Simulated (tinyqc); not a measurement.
Probe couplings from its potential.

Question. One voltage probe p sits between leads L (mu = 1) and R (mu = 0) without magnetic field: mu_p = T_pL/(T_pL + T_pR), T_eff = T_RL + T_pL T_pR/(T_pL + T_pR). Find T_pL and T_pR.

T_RL = 0.1
mu_p = 0.775
T_eff = 0.16975000

Solution. T_eff - T_RL equals T_pL (1 - mu_p) and also T_pR mu_p.

T_pL = 0.3100
T_pR = 0.09000

Program tinyqc, `OMP_NUM_THREADS=1 python tinyqc.py 2700034 2700035 out.jsonl`; Intel Xeon 2.30GHz, shared host, one thread, about 0.01 s.
